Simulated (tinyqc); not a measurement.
Three structures under pressure: Born-Mayer model of an ionic crystal AB. Computed by tinyqc, a small Python program. Command: `OMP_NUM_THREADS=1 python tinyqc.py 3021970 3021971 out.jsonl bornmayer walk`. One thread of a shared host (Intel(R) Xeon(R) Processor @ 2.30GHz), about 0.01 s of CPU time with the checks.

Energies are per ion pair and r is the nearest distance of unlike ions.

Inputs (values chosen for the exercise, for a model salt): ionic charge z = 1; unlike repulsion lambda = 862 eV; range rho = 0.335 angstrom.

Structure: zinc blende. Short range: nearest neighbours only.

Constants: e^2/(4 pi eps_0) = 14.39964548 eV angstrom; 1 eV/angstrom^3 = 160.2176634 GPa.

Method:
- Madelung constant M, unlike neighbours z1, like neighbours z2 at f r, volume per pair: rock salt 1.747565, 6, 12, sqrt2, 2 r^3; caesium chloride 1.762675, 8, 6, 2/sqrt3, 8 r^3/(3 sqrt3); zinc blende 1.638055, 4, 12, sqrt(8/3), 16 r^3/(3 sqrt3).
- U(r) = -M z^2 e^2/(4 pi eps_0 r) + z1 lambda exp(-r/rho).
- With the volume written as c r^3, under pressure take the root at the minimum of the enthalpy and solve U'(r) + 3 c r^2 P = 0; H = U + P V; B = (U'' - 2 U'/r)/(9 c r).

Enthalpy (eV per pair):
```
P (GPa),rock salt,caesium chloride,zinc blende
0,-7.7851,-7.5728,-7.646
2,-7.2283,-7.0844,-6.928
5,-6.4573,-6.4018,-5.957
10,-5.2844,-5.3543,-4.510
20,-3.1959,-3.4717,-1.983
40,0.4059,-0.1918,2.287
70,5.0301,4.0592,7.669
100,9.1074,7.8346,12.350
```

volumes at zero pressure (angstrom^3): rock salt 46.435, caesium chloride 40.506, zinc blende 60.766

At zero pressure the order is rock salt < zinc blende < caesium chloride. Between 5 and 10 GPa the lowest enthalpy passes from rock salt to caesium chloride. Pressure favours the denser structure, through P V. The Madelung constants, the number of repulsive contacts and the volumes (46.4, 40.5, 60.8 angstrom^3 at P = 0) all matter. Caution: rigid ions with fixed charges leave out polarisation and covalency, so such models often misplace transition pressures.

Extremes, crossings and ranges named in words are read from the listed rows.
